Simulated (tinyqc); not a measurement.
# Diffused layer (Gaussian), carriers, mobility and sheet resistance: what changes with what

An n-type layer from the surface x = 0 to the junction xj, N(x) = N0 exp(-(x/Ld)^2). Local neutrality (no depletion at surface or junction, no spilling of carriers), intrinsic carriers neglected, full ionisation of active dopants.

Inputs (values chosen for the exercise); values close to those of phosphorus in silicon over a p-type background:

| symbol | value | unit | meaning |
|---|---|---|---|
| T | 250 | K | temperature |
| Nb | 1.8e17 | cm^-3 | background doping of the opposite type |
| N0 | 2.4e20 | cm^-3 | peak chemical concentration |
| m1 | 69.2 | cm^2/(V s) | mobility limit at high doping |
| m2 | 1420 | cm^2/(V s) | mobility limit at low doping, at 300 K |
| Nr | 9.23e16 | cm^-3 | reference doping of the mobility law |
| am | 0.694 |  | exponent of the mobility law |
| bt | 2.1 |  | temperature exponent of m2 |
| Ns | 4.12e20 | cm^-3 | solubility limit of active dopant |
| Ld | 120 | nm | diffusion length 2 sqrt(D t) |

Constants: q = 1.602176634e-19 C. Results are converted to the units shown.

Each table varies one quantity; the others keep the values above.

## Effect of the peak chemical concentration

xj = Ld sqrt(ln(N0/Nb)). Active dopant A = min(N, Ns); n = A - Nb; mobility mu = m1 + (m2 (T/300 K)^(-bt) - m1)/(1 + ((A + Nb)/Nr)^am). Dose = integral of N, carrier sheet density = integral of n, 1/Rs = q integral of n mu, mean mobility 1/(q Rs sheet density), Hall mobility (unit Hall factor) = integral of n mu^2 over integral of n mu, Hall sheet density = (integral of n mu)^2/integral of n mu^2; all from 0 to xj. Integrals on 4000 steps.

Effect of the peak chemical concentration:

| N0 (cm^-3) | xj (nm) | dose (cm^-2) | carriers (cm^-2) | Rs (ohm/square) | mean mobility (cm^2/(V s)) | Rs xj (ohm nm) | Hall/true sheet density |
|---|---|---|---|---|---|---|---|
| 1.8e18 | 182.1 | 1.853e13 | 1.525e13 | 1241 | 329.7 | 2.260e5 | 0.9686 |
| 4.2e18 | 213.0 | 4.413e13 | 4.029e13 | 645.0 | 240.2 | 1.374e5 | 0.9402 |
| 9.8e18 | 239.9 | 1.037e14 | 9.941e13 | 356.6 | 176.1 | 8.555e4 | 0.9170 |
| 2.3e19 | 264.3 | 2.441e14 | 2.394e14 | 195.3 | 133.5 | 5.162e4 | 0.9105 |
| 5.4e19 | 286.6 | 5.739e14 | 5.687e14 | 102.7 | 106.9 | 2.942e4 | 0.9227 |
| 1.3e20 | 307.9 | 1.382e15 | 1.377e15 | 50.05 | 90.59 | 1.541e4 | 0.9460 |
| 2.9e20 | 326.1 | 3.084e15 | 3.078e15 | 24.79 | 81.80 | 8084 | 0.9667 |
| 6.8e20 | 344.4 | 7.231e15 | 5.784e15 | 13.89 | 77.71 | 4782 | 0.9800 |
| 1.6e21 | 361.8 | 1.702e16 | 7.445e15 | 10.91 | 76.82 | 3949 | 0.9850 |

Read the table: what changes, and by how much?

As N0 goes from 1.8e18 to 1.6e21, xj rises from 182 to 362 nm, Rs falls from 1240 to 10.9 ohm/square, the mean mobility falls from 330 to 76.8 cm^2/(V s) and the share of the dose that conducts goes from 82.3 through a maximum of 99.8 (at N0 = 2.9e20 among the rows listed) to 43.8 %. Rs goes as dose^(-0.75) at the low end and dose^(-0.28) at the high end; constant mobility and activation would give -1. Above N0 = Ns = 4.12e20 cm^-3 added dopant only widens the clipped top.

## Effect of the background doping of the opposite type

Same model as above.

xj = Ld sqrt(ln(N0/Nb)). Integrals on 4000 steps.

Effect of the background doping of the opposite type:

| Nb (cm^-3) | xj (nm) | dose (cm^-2) | carriers (cm^-2) | Rs (ohm/square) | mean mobility (cm^2/(V s)) | Rs xj (ohm nm) | Hall/true sheet density |
|---|---|---|---|---|---|---|---|
| 1e14 | 459.9 | 2.552e15 | 2.552e15 | 29.12 | 83.97 | 1.339e4 | 0.9233 |
| 6.1e14 | 430.7 | 2.552e15 | 2.552e15 | 29.12 | 83.97 | 1.254e4 | 0.9242 |
| 3.7e15 | 399.4 | 2.552e15 | 2.552e15 | 29.13 | 83.95 | 1.164e4 | 0.9279 |
| 2.2e16 | 365.9 | 2.552e15 | 2.551e15 | 29.17 | 83.85 | 1.067e4 | 0.9386 |
| 1.3e17 | 329.1 | 2.552e15 | 2.548e15 | 29.31 | 83.58 | 9646 | 0.9582 |
| 8.2e17 | 286.0 | 2.550e15 | 2.527e15 | 29.81 | 82.86 | 8524 | 0.9797 |
| 5e18 | 236.1 | 2.539e15 | 2.421e15 | 31.67 | 81.43 | 7477 | 0.9935 |
| 3e19 | 173.0 | 2.447e15 | 1.927e15 | 41.05 | 78.88 | 7104 | 0.9991 |

What does the table show?

As Nb goes from 1e14 to 3e19, xj falls from 460 to 173 nm, Rs rises from 29.1 to 41.1 ohm/square, the mean mobility falls from 84.0 to 78.9 cm^2/(V s) and the share of the dose that conducts falls from 100 to 78.8 %.

Computed by the program tinyqc: `OMP_NUM_THREADS=1 python tinyqc.py 2110039 2110040 out.jsonl`, one thread of a shared Intel Xeon 2.30GHz, about 0.01 s for the whole run.
